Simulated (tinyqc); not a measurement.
One-sided p+-n junction, ionisation integral and breakdown: breakdown voltage by secant steps.

A p+ layer at x < 0 and an n drift layer from x = 0. Depletion approximation, built-in voltage neglected. Local ionisation coefficients alpha_n = an exp(-(bn/E)^mx), alpha_p = ap exp(-(bp/E)^mx). Electrons move towards +x, holes towards x = 0.

W = sqrt(2 eps0 eps_r V/(q N)), peak field E0 = q N W/(eps0 eps_r), falling linearly to 0 at W. Grid: 13 equal steps from 0 to fr W.

G(x) = integral from 0 to x of (alpha_n - alpha_p); I_n = integral of alpha_n exp(-G) (electrons injected at x = 0), I_p = integral of alpha_p exp(G(end) - G) (holes injected at the far edge); M = 1/(1 - I). Secant steps on ln I_n(V) = 0 with the integrals on a fine grid (1500 steps), from the points V = 693 and 956 V; stop when the step is below 1e-7 of V.

Inputs (values chosen for the exercise); material values close to those of gallium nitride: relative permittivity eps_r = 9.48; prefactor of the electron ionisation coefficient an = 3.02e8 1/cm; field constant for electrons bn = 3.32e7 V/cm; prefactor of the hole ionisation coefficient ap = 1.3e8 1/cm; field constant for holes bp = 2.11e7 V/cm; exponent mx = 1; donor density of the drift layer N = 2e16 cm^-3; reverse voltage V = 887 V; share of the depleted width that the grid covers fr = 0.5.

Constants: q = 1.602176634e-19 C, eps0 = 8.8541878128e-14 F/cm where lengths are in cm. Results are converted to the units shown.

Course of the iteration:
```
step	V (V)	I_n	change of V (V)
1	956	0.534279	39.5
2	995.492	1.22826	-9.75
3	985.738	0.991542	0.387
4	986.125	0.999890	5.10e-3
5	986.130	1.00000	-2.78e-6
```

Did this iteration meet its convergence test, and what does its course show?

Yes. Breakdown at 986.13 V, with a peak field of 2744 kV/cm and W = 7.188 um. The integral for holes reaches 1 at the same voltage.

tinyqc, about 0.06 s, one thread, Intel Xeon 2.30GHz (shared host): `OMP_NUM_THREADS=1 python tinyqc.py 2120019 2120020 out.jsonl`
